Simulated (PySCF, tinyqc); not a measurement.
Worked calculation: CIS on RHF in the sto-3g basis, for H3+, spin multiplicity 1. The lowest restricted solution is unstable here: a spin-polarised one lies 0.0030 hartree lower (PySCF). One step of it, computed by the program tinyqc.

Problem. Integrals over molecular orbitals. (pq|rs) = sum C_ip C_jq C_kr C_ls (ij|kl), one index at a time.

coefficients C, order 1H 1s, 2H 1s, 3H 1s:
$$\begin{pmatrix}
0.589840 & 0.000000 & 1.077744 \\
0.364010 & 0.736509 & -0.753292 \\
0.364010 & -0.736509 & -0.753292
\end{pmatrix}$$

core Hamiltonian H = T + V (hartree), order 1H 1s, 2H 1s, 3H 1s:
$$\begin{pmatrix}
-1.390424 & -0.709547 & -0.709547 \\
-0.709547 & -1.163880 & -0.144121 \\
-0.709547 & -0.144121 & -1.163880
\end{pmatrix}$$

Two-electron integrals (ij|kl) in chemists' order, unique and non-zero (hartree):
```
(11|11) 0.774606   (21|11) 0.255800   (21|21) 0.112952   (22|11) 0.439553
(22|21) 0.255800   (22|22) 0.774606   (31|11) 0.255800   (31|21) 0.079088
(31|22) 0.134388   (31|31) 0.112952   (32|11) 0.045014   (32|21) 0.017028
(32|22) 0.034366   (32|31) 0.017028   (32|32) 0.003043   (33|11) 0.439553
(33|21) 0.134388   (33|22) 0.235091   (33|31) 0.255800   (33|32) 0.034366
(33|33) 0.774606
```

Give: one-electron integrals over orbitals h = C^T H C; Two-electron integrals over orbitals.

Solution.

one-electron integrals over orbitals h = C^T H C (hartree):
$$\begin{pmatrix}
-1.440 & 0.000 & -0.093 \\
0.000 & -1.106 & 0.000 \\
-0.093 & 0.000 & -0.795
\end{pmatrix}$$

Two-electron integrals over orbitals (pq|rs), unique and non-zero (hartree):
```
(11|11) 0.544    (21|21) 0.147    (22|11) 0.459    (22|22) 0.517
(31|11) 0.093    (31|22) -0.047   (31|31) 0.140    (32|21) -0.144
(32|32) 0.161    (33|11) 0.550    (33|22) 0.488    (33|31) 0.080
(33|33) 0.585
```
